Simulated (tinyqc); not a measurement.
What moves the results: bond unit of a tetrahedral oxide and its oxygen vacancy in tight binding. A value that a table varies takes the place of the one given here.

Two sp3 hybrids h1, h2 at eh = (es + 3 ep)/4 point at one oxygen with orbitals s, px, py, pz; x joins the two cations, z bisects the angle phi, and th = (180 - phi)/2. With u = hbar^2/(m d^2) = 2c/d^2, c = hbar^2/2m0: Vhs = -(1.32 + sqrt3 x 1.42) u/2 and Vhp = (1.42 + sqrt3 x 2.22) u/2. <h|s> = Vhs for both; <h1|px> = Vhp cos(th), <h2|px> = -Vhp cos(th); <h|pz> = Vhp sin(th) for both; py is a lone pair. The unit holds 8 electrons. Coupling between units, which widens the levels into bands, is left out.

Without the oxygen the two hybrids face each other at distance R and couple by -V2, V2 = 3.22 x 2c/R^2, c = hbar^2/2m0: a bond at eh - V2 with two electrons and an antibond at eh + V2. Levels are measured from eop, the lone-pair level that stands for the top of the valence band.

Constants: hbar^2/2m0 = 3.80998211 eV angstrom^2.

Parameters, chosen for this exercise (near tabulated values for SiO2; shifted at random, so the results belong to these values and not to a real crystal): es = -14.81 eV (s level of the cation); ep = -7.58 eV (p level of the cation); eos = -34.61 eV (s level of oxygen); eop = -17.09 eV (p level of oxygen); d = 1.62 angstrom (cation-oxygen distance); phi = 165 degrees (bond angle at oxygen); R = 3.17 angstrom (cation-cation distance across the vacancy).

## Bond angle at oxygen

phi is varied at fixed d. Levels above eop; cation-cation distance 2 d cos(th); band energy is twice the sum of the four filled levels, relative to phi = 180; excess on O is the number of electrons on oxygen less 6.

Against phi:
```
phi (deg)  distance (angstrom)  level 2  level 3  level 5  level 6  excess on O  band energy (eV)
110                      2.654   -5.805   -2.666   12.717   13.507        0.933            -1.998
120                      2.806   -6.272   -2.126   12.139   13.974        0.959            -1.776
130                      2.936   -6.676   -1.596   11.575   14.378        0.996            -1.456
140                      3.045   -7.012   -1.097   11.048   14.715        1.041            -1.074
150                      3.130   -7.278   -0.656   10.584   14.980        1.091            -0.679
160                      3.191   -7.470   -0.306   10.218   15.172        1.139            -0.330
170                      3.228   -7.585   -0.079    9.981   15.288        1.174            -0.087
180                      3.240   -7.624    0.000    9.899   15.327        1.187             0.000
```

Bending moves coupling from px to pz: level 2 rises from -7.62 to -5.80 eV and level 3 falls from 0.00 to -2.67 eV between 180 and 110 degrees. The lowest empty level is lowest at 180 degrees (9.90 eV) and highest at 110 (12.72 eV), so a spread of angles in a glass smears the conduction edge. The band energy is lowest at 110 degrees of those listed (-2.00 eV); the repulsion of the cations, not included, opposes bending.

## The vacancy as the cations move

R is varied; eh = (es + 3 ep)/4. The last two columns are the band energies of the bond with two electrons, -2 V2, and with one, -V2.

Against R (eV):
```
R (angstrom)     V2  bond level  antibond level  two electrons  one electron
2.20          5.069       2.633          12.772        -10.139        -5.069
2.35          4.443       3.260          12.145         -8.886        -4.443
2.50          3.926       3.777          11.628         -7.852        -3.926
2.70          3.366       4.337          11.068         -6.731        -3.366
3.00          2.726       4.976          10.429         -5.453        -2.726
3.30          2.253       5.449           9.956         -4.506        -2.253
3.70          1.792       5.910           9.495         -3.585        -1.792
4.20          1.391       6.312           9.093         -2.782        -1.391
```

The bond level rises from 2.63 eV at 2.2 to 6.31 eV at 4.2 angstrom, towards the lone hybrid at 7.70 eV. Taking one electron away halves the pull between the cations (at 2.5 angstrom from 6.28 to 3.14 eV/angstrom), so the positive vacancy relaxes outward and its level moves up: capture and release of a hole take place at different energies.

## What each value does

Spacing from the highest filled to the lowest empty level, excess electrons on oxygen (their number less 6), and the vacancy bond level eh - V2 - eop, V2 = 3.22 x 2c/R^2. Each row changes one parameter from the base and keeps the others.

Results:
```
case               spacing (eV)  excess on O  vacancy level (eV)
base                    10.0815       1.1586              5.2608
es = -14.31 eV          10.1953       1.1653              5.3858
ep = -7.08 eV           10.4233       1.1784              5.6358
eos = -32.61 eV         10.2349       1.1403              5.2608
eop = -16.59 eV          9.5908       1.1357              4.7608
d = 1.66 angstrom        9.8787       1.1858              5.2608
phi = 157 degrees       10.3159       1.1252              5.2608
R = 3.32 angstrom       10.0815       1.1586              5.4765
```

The largest shifts from the base row, up to three for each result and ties (the steps differ in size, so this ranks the rows, not the parameters). spacing (eV): eop -0.4906, ep +0.3418, phi +0.2344; unchanged at the printed digits by R. excess on O: phi -0.0334, d +0.0271, eop -0.0230; unchanged at the printed digits by R. vacancy level (eV): eop -0.5000, ep +0.3750, R +0.2157; unchanged at the printed digits by eos, d and phi.

(tinyqc, `OMP_NUM_THREADS=1 python tinyqc.py 1450126 1450127 out.jsonl`, Intel(R) Xeon(R) Processor @ 2.30GHz, 1 thread, shared host, about 0.01 s.)
